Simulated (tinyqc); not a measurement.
Plane-wave Kohn-Sham cycle with exchange-only LDA in a layered model solid, step by step. One step of it, computed by the program tinyqc.

Problem. Iteration 2: Hamiltonian at one k. H(m,m') = (k + G_m)^2/2 delta + V(G_m - G_m'), with V(-G) = V(G).

A solid whose potential varies along x alone (atomic units):
```
parameter                      value
period a                    4.900000
cross-section of the cell  20.000000
electrons per cell                 2
grid points                       16
plane waves -n..n, n               2
k points                           1
V1 in V1 cos(2 pi x/a)     -0.640000
```

V(G_m), m = 0, 1, 2, ... (hartree): -0.267460  -0.308956  -0.001262  -0.000023  0.000032

k = 0.000000 2 pi / a

Give: H.

Solution.

H (hartree), lower triangle:
```
         -2       -1       +0       +1      +2
-2   3.0210
-1  -0.3090   0.5547
+0  -0.0013  -0.3090  -0.2675
+1   0.0000  -0.0013  -0.3090   0.5547
+2   0.0000   0.0000  -0.0013  -0.3090  3.0210
```
